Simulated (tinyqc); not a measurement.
Gain for each load and current direction: deformation-potential model of the Delta valleys of a conduction band.

Valleys with axes along x, y and z, each a pair at +k and -k. Herring-Vogt shift of a valley with unit axis a: dE = Xd tr(e) + Xu a.e.a. Non-degenerate shares n_i = exp(-dE_i/kT)/sum_j exp(-dE_j/kT). Inverse mass tensor of a valley: (1 - a a)/mt + a a/ml; the masses are taken as independent of strain.

s11 = (C11 + C12)/((C11 - C12)(C11 + 2 C12)), s12 = -C12/((C11 - C12)(C11 + 2 C12)), s44 = 1/C44; exx = s11 sxx + s12 (syy + szz) and cyclic, exy = s44 sxy/2; tension is positive. A uniaxial stress X along the unit vector n is s_ij = X n_i n_j.

Constants: kB = 8.617333262e-05 eV/K.

Parameters, chosen for this exercise (near those of Si; the results hold for these values, not for the real material): ml = 0.943 m0 (longitudinal mass); mt = 0.191 m0 (transverse mass); Xd = 1.06 eV (dilation potential); Xu = 9.64 eV (uniaxial potential); C11 = 170.2 GPa; C12 = 63.6 GPa; C44 = 78.7 GPa; X1 = 1 GPa (size of the stress); T = 300 K (temperature).

Each load has the size X1. Gain m_c(0)/m_c - 1 in per cent from repopulation alone, m_c = 1/(u.M.u), M = sum_i n_i (inverse mass tensor); biaxial means sxx = syy.

Gain (%); + is tension, - compression:

| load | [100] | [010] | [001] | [110] | [1-10] | [111] |
|---|---|---|---|---|---|---|
| uniaxial [110] (+) | 22.2 | 22.2 | -44.4 | 22.2 | 22.2 | 0.0 |
| uniaxial [110] (-) | -13.8 | -13.8 | 27.5 | -13.8 | -13.8 | 0.0 |
| uniaxial [100] (+) | 34.6 | -17.3 | -17.3 | 8.6 | 8.6 | 0.0 |
| uniaxial [100] (-) | -66.2 | 33.1 | 33.1 | -16.6 | -16.6 | 0.0 |
| uniaxial [111] (+) | 0.0 | 0.0 | 0.0 | 0.0 | 0.0 | 0.0 |
| uniaxial [111] (-) | 0.0 | 0.0 | 0.0 | 0.0 | 0.0 | 0.0 |
| biaxial (001) (+) | 33.1 | 33.1 | -66.2 | 33.1 | 33.1 | 0.0 |
| biaxial (001) (-) | -17.3 | -17.3 | 34.6 | -17.3 | -17.3 | 0.0 |

What can be read from this table?

The largest gain is +34.6 %, for uniaxial [100] (+) with the current along [100] and biaxial (001) (-) with the current along [001]; for a [110] channel it is +33.1 %, under biaxial (001) (+). No gain or loss appears under uniaxial [111]: the valleys stay equivalent (in real silicon shear also changes the masses, which this model leaves out).

tinyqc: `OMP_NUM_THREADS=1 python tinyqc.py 1081091 1081092 out.jsonl`; about 0.04 s, one thread, shared Intel(R) Xeon(R) Processor @ 2.30GHz.
